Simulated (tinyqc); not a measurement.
Finite-difference solution of the diffusion equation on a small grid. From final C_6 back to diffusivity D. Computed by tinyqc, a small Python program. Command: `OMP_NUM_THREADS=1 python tinyqc.py 3030647 3030648 out.jsonl fdiff inv`. One thread of a shared host (Intel(R) Xeon(R) Processor @ 2.30GHz), about 0.03 s of CPU time with the checks.

dC/dt = D d2C/dx2 on nodes x_j = j dx, j = 0..11; the far end is sealed.

Inputs (values chosen for the exercise): grid spacing dx = 20 nm; time step dt = 24 s; final time t_f = 720 s.

Boundary at x = 0: sealed surface. Scheme: implicit.

start values C_j, j = 0, 1, ... (% of a reference): [6.2, 23.8, 75.2, 100, 73.6, 33.1, 6.03, 0, 0, 0, 0, 0]

Method:
- The operator M acts as (M C)_j = C_(j-1) - 2 C_j + C_(j+1); at the sealed far end a mirror node gives 2 C_(N-2) - 2 C_(N-1); at j = 0, a mirror node gives 2 C_1 - 2 C_0.
- With r = D dt/dx^2: (1 - theta r M) C(new) = (1 + (1 - theta) r M) C(old); theta = 0 explicit, 1 implicit, 1/2 Crank-Nicolson.
- The run takes n = round(t_f/dt) steps of length t_f/n.
- The dose is the trapezoidal sum of C dx; the error is the largest difference from exp(M D t/dx^2) C(0), the exact time evolution on the same grid.

Problem. A run gave the result below. Find the diffusivity D, known to lie between 4.6 and 10 nm^2/s.

final C_6 = 26.74054 %

Solution.

Each step takes the trial c = (a f_b - b f_a)/(f_b - f_a), f being the result less the target and a, b, c the logarithms of the listed values; c replaces end b, the old b replaces a if the sign of f changed, and otherwise f_a is halved.

Scan of the range:
```
diffusivity D (nm^2/s),final C_6 (%)
4.60,26.6731
5.24,26.7439
5.96,26.8431
6.78,26.9718
7.72,27.1273
8.79,27.3016
10.00,27.4849
```

False position (Illinois rule, in the logarithm of the input) inside the bracket:
```
step,end a,end b,trial,final C_6 (%)
1,4.60000,5.24000,5.20773,26.7399
2,5.24000,5.20773,5.21294,26.7405
3,5.24000,5.21294,5.21302,26.7405
4,5.21294,5.21302,5.21298,26.7405
```

Final C_6 rises at every point of a 13-point scan of the range (every second point is shown), so one value fits; it is bracketed by 4.60 and 5.24. Answer: diffusivity D = 5.213 nm^2/s.
